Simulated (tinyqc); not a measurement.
Position of the spike: inter-valley coupling by envelope functions against a chain of atomic planes.

Chain: E(phi) = e0 + 2 v cos(phi) + 2 u cos(2 phi), cos(phi0) = -v/(4u), e0 = 2u + v^2/(4u); plane j = 0, 1, ... has the potential V_j = dE x_j + F (j - 30) a/4 (1 MV/m = 1e-4 V/angstrom). There are 30 barrier planes a side; with y = j - 29.5, x_j = xb (f(y) + f(Nw - y)), f(y) = 1/(1 + exp(y/L)), plus any Ge added in the well. The valley splitting is the spacing of the two lowest levels. Envelope theory: F_j solves a one-valley chain with hopping -b and diagonal 2b + V_j, b = 4u sin^2(phi0), sum F_j^2 = 1; the valleys couple by Dv = sum_j F_j^2 V_j exp(-2 i phi0 j) and split by 2|Dv|.

Inputs chosen for the exercise (near those of the Delta valleys of silicon in a SiGe well; not measured data): a = 5.431 angstrom (lattice constant; planes lie a/4 apart); u = 0.616 eV (second-neighbour hopping); v = 0.653 eV (nearest hopping); Nw = 44 (planes in the well); L = 0.75 planes (interface width); xb = 0.33 (Ge fraction of the barriers); dE = 0.61 eV (offset per unit Ge fraction); F = 2 MV/m (field); xs = 0.16 (Ge fraction added on that plane).

The spike is moved through the well; position counted from the first well plane, j - 30.

Against position:
```
j - 30,"F_j^2, smooth",mean of the doublet (meV),"splitting, chain (micro-eV)",envelope,first order
2,0.00635,15.11,917,887,1239
5,0.01387,15.59,1862,1793,2707
9,0.02528,16.35,3392,3279,4934
13,0.03487,17.16,4985,4891,6808
18,0.04047,17.84,6353,6296,7899
22,0.03889,17.71,6102,6046,7591
29,0.02652,16.49,3664,3575,5177
35,0.01299,15.51,1698,1637,2536
42,0.00210,14.82,306,299,410
```

What can be read from this table?

The splitting is largest at plane 18 among these rows (6353 micro-eV), and the smooth envelope peaks at plane 19, counting all planes; without a spike it is 9.8. Where the splitting exceeds 20 micro-eV the envelope theory lies within 3.7 % of the chain and first order within 49 %.

(tinyqc, `OMP_NUM_THREADS=1 python tinyqc.py 1452728 1452729 out.jsonl`, Intel(R) Xeon(R) Processor @ 2.30GHz, 1 thread, shared host, about 0.1 s.)
